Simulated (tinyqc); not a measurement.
Which input was changed? Model: velocity overshoot from momentum and energy balance equations after a field step. Computed by tinyqc, a small Python program. Command: `OMP_NUM_THREADS=1 python tinyqc.py 3017217 3017218 out.jsonl overshoot which`. One thread of a shared host (Intel(R) Xeon(R) Processor @ 2.30GHz), about 0.1 s of CPU time with the checks.

At t = 0 the field jumps from 0 to F in a uniform sample. v is the drift velocity and u = w - (3/2) k_B T the excess energy per carrier.

Inputs (values chosen for the exercise, modelled on electrons in germanium except for tau_E):

| quantity | value | unit |
|---|---|---|
| effective mass m | 0.12 | m_0 |
| low-field mobility mu_0 | 4200 | cm^2/(V s) |
| saturation velocity v_s | 0.62 | 1e7 cm/s |
| energy relaxation time tau_E | 0.4 | ps |
| field after the step F | 4 | kV/cm |
| lattice temperature T | 300 | K |
| time step dt | 6.3 | fs |

Scheme: explicit Euler.

Constants: m_0 = 9.1093837015e-31 kg; e = 1.602176634e-19 C; k_B = 8.617333262e-05 eV/K.

Method:
- dv/dt = e F/m - v/tau_m(u), du/dt = e F v - u/tau_E, tau_m(u) = tau_0/(1 + c u), tau_0 = m mu_0/e, c = mu_0/(e tau_E v_s^2); this choice gives the steady state v (1 + mu_0 F v/v_s^2) = mu_0 F, which saturates at v_s. Steady velocity v = 2 mu_0 F/(1 + sqrt(1 + 4 (mu_0 F/v_s)^2)); u = e F v tau_E; carrier temperature T + 2u/(3 k_B), neglecting the drift energy m v^2/2.
- Step: v_new = v + dt (e F/m - v/tau_m(u)), u_new = u + dt (e F v - u/tau_E). Start v = u = 0; the distance adds dt (v + v_new)/2.
- Run to 8 times the larger of tau_E and tau_0, but at most 20001 steps, and stop early if |v| > 1000 v_s or u < -1/(2c); the run is accepted if the last v is within 0.5 % of the steady value.

Problem. One of these inputs alone was changed, within the range given: effective mass m (0.06 to 0.24); low-field mobility mu_0 (2100 to 8400); energy relaxation time tau_E (0.2 to 0.8); field after the step F (2 to 8). Which one, and to what value?

Results:

| run | peak velocity (1e7 cm/s) | steady velocity (1e7 cm/s) | peak over steady velocity |
|---|---|---|---|
| before | 0.7777290 | 0.5160621 | 1.507045 |
| after | 0.7222571 | 0.4936020 | 1.463238 |

Solution.

Each candidate set to reproduce peak velocity, and what it then gives:

| candidate | range searched | value needed | steady velocity (1e7 cm/s) | peak over steady velocity |
|---|---|---|---|---|
| effective mass m (m_0) | 0.06 to 0.24 | 0.1703 | 0.51606 | 1.3996 |
| low-field mobility mu_0 (cm^2/(V s)) | 2100 to 8400 | 3370 | 0.49360 | 1.4632 |
| energy relaxation time tau_E (ps) | 0.2 to 0.8 | 0.2760 | 0.51606 | 1.3996 |
| field after the step F (kV/cm) | 2 to 8 | 3.475 | 0.50213 | 1.4384 |

Only low-field mobility mu_0 fits every result: it went from 4200 to 3370 cm^2/(V s). The next best candidate, field after the step F, misses one result by 1.7 %.
